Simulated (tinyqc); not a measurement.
Convergence with the cut-off: pair-potential crystal by lattice sums. Computed by tinyqc, a small Python program. Command: `OMP_NUM_THREADS=1 python tinyqc.py 3011694 3011695 out.jsonl pairsum sweep`. One thread of a shared host (Intel(R) Xeon(R) Processor @ 2.30GHz), about 0.06 s of CPU time with the checks.

Energy per atom E = (1/2) sum over neighbours of phi(r); d is the nearest-neighbour distance.

Inputs (values chosen for the exercise, for model atoms): well depth eps = 0.42 eV; pair minimum r0 = 3.67 angstrom; repulsive exponent n = 14; attractive exponent m = 5.

Potential: Mie n-m. Structure: sc.

Constants: 1 eV/angstrom^3 = 160.2176634 GPa.

Method:
- phi0(r) = eps [m (r0/r)^n - n (r0/r)^m]/(n - m); shifted-force cut-off: phi(r) = phi0(r) - phi0(r_c) - (r - r_c) phi0'(r_c) for r < r_c, zero beyond.
- Shells (distance in units of d, count): fcc 1.0000 (12), 1.4142 (6), 1.7321 (24), 2.0000 (12), 2.2361 (24), 2.4495 (8), 2.6458 (48), 2.8284 (6), 3.0000 (36), 3.1623 (24); hcp 1.0000 (12), 1.4142 (6), 1.6330 (2), 1.7321 (18), 1.9149 (12), 2.0000 (6), 2.2361 (12), 2.3805 (12), 2.4495 (6), 2.5166 (6), 2.5820 (12), 2.6458 (24), 2.7080 (6), 2.8868 (12), 3.0000 (12), 3.1091 (24), 3.1623 (12); bcc 1.0000 (8), 1.1547 (6), 1.6330 (12), 1.9149 (24), 2.0000 (8), 2.3094 (6), 2.5166 (24), 2.5820 (24), 2.8284 (24), 3.0000 (32); sc 1.0000 (6), 1.4142 (12), 1.7321 (8), 2.0000 (6), 2.2361 (24), 2.4495 (24), 2.8284 (12), 3.0000 (30), 3.1623 (24); diamond 1.0000 (4), 1.6330 (12), 1.9149 (12), 2.3094 (6), 2.5166 (12), 2.8284 (24), 3.0000 (16). Volumes per atom in d^3: fcc 0.70711, hcp 0.70711, bcc 0.76980, sc 1.00000, diamond 1.53960; hcp has the ideal c/a. Every shell inside the cut-off is summed.
- Equilibrium: dE/dd = 0 at the lowest minimum with d between 0.78 r0 and 1.45 r0; B = d^2 E''(d)/(9 Omega).
- Unrelaxed vacancy: removing an atom breaks its bonds (2|E|) and placing it on the surface returns |E|, so E_v = |E|.

One run for each value:
```
cut-off r_c/r0  energy per atom (eV)  equilibrium distance d (angstrom)  bulk modulus B (GPa)
1.30                          -0.221                              3.774                 16.02
1.48                          -0.569                              3.678                 23.59
1.65                          -0.938                              3.608                 39.00
1.83                          -1.269                              3.571                 47.84
2.00                          -1.516                              3.551                 53.58
2.18                          -1.716                              3.538                 56.64
2.35                          -1.869                              3.525                 61.91
2.53                          -2.008                              3.512                 65.70
2.70                          -2.118                              3.506                 68.69
```

What does the table show, and why?

Over the rows, energy per atom (eV) falls from -0.221 to -2.12 (exponent d ln y / d ln x 7.3 between the first rows and 0.82 between the last); equilibrium distance d (angstrom) falls from 3.77 to 3.51 (exponent d ln y / d ln x -0.20 between the first rows and -0.029 between the last); bulk modulus B (GPa) rises from 16.0 to 68.7 (exponent d ln y / d ln x 3.0 between the first rows and 0.69 between the last). The last step still changes E by 5.5 %; the shifted force weakens every bond, by less as r_c grows.

Extremes, crossings and ranges named in words are read from the listed rows.
